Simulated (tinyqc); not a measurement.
# Changing the background doping N_B (opposite type)

Model: sheet resistance and Hall data of a diffused or implanted layer. Computed by tinyqc, a small Python program. Command: `OMP_NUM_THREADS=1 python tinyqc.py 3002998 3002999 out.jsonl layer sweep`. One thread of a shared host (Intel(R) Xeon(R) Processor @ 2.30GHz), about 0.01 s of CPU time with the checks.

Carriers are taken equal to the net active doping down to the junction (full ionisation, which deep dopants in wide-gap hosts do not reach; no spill-over, no depletion), and the Hall factor is 1.

Inputs (values chosen for the exercise, modelled on nitrogen in 4H-SiC):

| quantity | value | unit |
|---|---|---|
| mu_min | 40.6 | cm^2/(V s) |
| mu_max | 935 | cm^2/(V s) |
| N_ref | 2.1e+17 | 1/cm^3 |
| exponent alpha | 0.63 | - |
| peak concentration N_0 | 7.9e+17 | 1/cm^3 |
| length scale l | 19 | nm |

Profile: complementary error function. Activation: complete.

Constants: e = 1.602176634e-19 C.

Method:
- N(x) = N_0 erfc(x/l), dose N_0 l/sqrt(pi), junction x_j = l erfc^-1(N_B/N_0).
- Mobility mu = mu_min + (mu_max - mu_min)/(1 + (N_t/N_ref)^alpha), N_t = active doping + N_B; carriers n = active doping - N_B, all dopants active.
- Integrals from x_0 (0 unless stated) to x_j by the midpoint rule on 400 even intervals: 1/R_s = e int n mu dx; sheet density n_s = int n dx; Hall sheet density (int n mu dx)^2/int n mu^2 dx; Hall mobility int n mu^2 dx/int n mu dx.
- Mean conductivity 1/(R_s x_j); mean mobility 1/(e n_s R_s).

One run for each value:

| background doping N_B (opposite type) (1/cm^3) | sheet resistance R_s (ohm) | junction depth x_j (nm) | mean conductivity 1/(R_s x_j) (S/cm) | mean mobility (cm^2/(V s)) |
|---|---|---|---|---|
| 1.00e+14 | 18142 | 51.497 | 10.704 | 406.52 |
| 2.60e+14 | 18173 | 48.248 | 11.405 | 406.21 |
| 6.70e+14 | 18246 | 44.827 | 12.226 | 405.49 |
| 1.70e+15 | 18413 | 41.224 | 13.174 | 403.93 |
| 4.50e+15 | 18821 | 37.145 | 14.304 | 400.36 |
| 1.20e+16 | 19803 | 32.618 | 15.481 | 392.80 |
| 3.00e+16 | 21989 | 27.879 | 16.312 | 379.21 |
| 7.90e+16 | 28078 | 22.099 | 16.116 | 354.01 |

Describe and explain the trends.

Over the rows, sheet resistance R_s (ohm) rises from 18100 to 28100 (exponent d ln y / d ln x 0.0018 between the first rows and 0.25 between the last); junction depth x_j (nm) falls from 51.5 to 22.1 (exponent d ln y / d ln x -0.068 between the first rows and -0.24 between the last); mean conductivity 1/(R_s x_j) (S/cm) goes from 10.7 through a maximum among these rows, 16.3 at 3.00e16, to 16.1. x_j shrinks by a factor 2.33 and R_s grows by 1.55; over the first half of the table x_j shrinks by 1.39 and R_s grows by 1.04: the tail carries little current.

Caution (all rows): the layer is not thick against surface and junction depletion widths, which remove carriers that this model counts.

Extremes, crossings and ranges named in words are read from the listed rows.
